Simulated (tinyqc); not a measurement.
The 3-omega method: a line heater on a substrate with a thin film: one step, computed by the program tinyqc.

A current at angular frequency omega = 2 pi f heats the line at 2 omega with the amplitude P per length; the temperature swing Delta T at 2 omega gives a voltage at 3 omega. The substrate is taken as semi-infinite and isotropic, and the heat capacity of heater and film is left out.

Question. Temperature swing of the bare substrate. Delta T_s = (P/(pi kappa)) int_0^infinity (sin x/x)^2 / sqrt(x^2 + (q b)^2) dx with (q b)^2 = i |q b|^2, averaged over the heater width (12 Gauss-Legendre points on each of the pieces 0, 14 log-spaced edges from 1e-5 to 1, and multiples of pi to 40 pi; the tail adds 1/(4 (40 pi)^2)). For |q| b much below 1: Delta T_s = (P/(pi kappa)) [-ln(|q| b) + eta - i pi/4], eta = 3/2 - C_E = 0.92278, with Euler's C_E = 0.5772157.

Inputs (values chosen for the exercise, modelled on a silicon-germanium alloy on silica): substrate conductivity kappa = 1.43 W/(m K); substrate heat capacity C = 1.64 1e6 J/(m^3 K); heater half-width b = 4.9 micrometre; power amplitude per length P = 1.7 W/m; current frequency f = 66 Hz.

|q| b = 0.1511217

Give: in-phase Delta T_s; out-of-phase Delta T_s; in-phase, narrow-line form; out-of-phase, narrow-line form.

Answer.

in-phase Delta T_s = 1.065 K

out-of-phase Delta T_s = -0.2930 K

in-phase, narrow-line form = 1.064 K

out-of-phase, narrow-line form = -0.2972 K

The narrow-line form misses the in-phase part by -0.11 % and the out-of-phase part by +1.4 % at |q| b = 0.151.
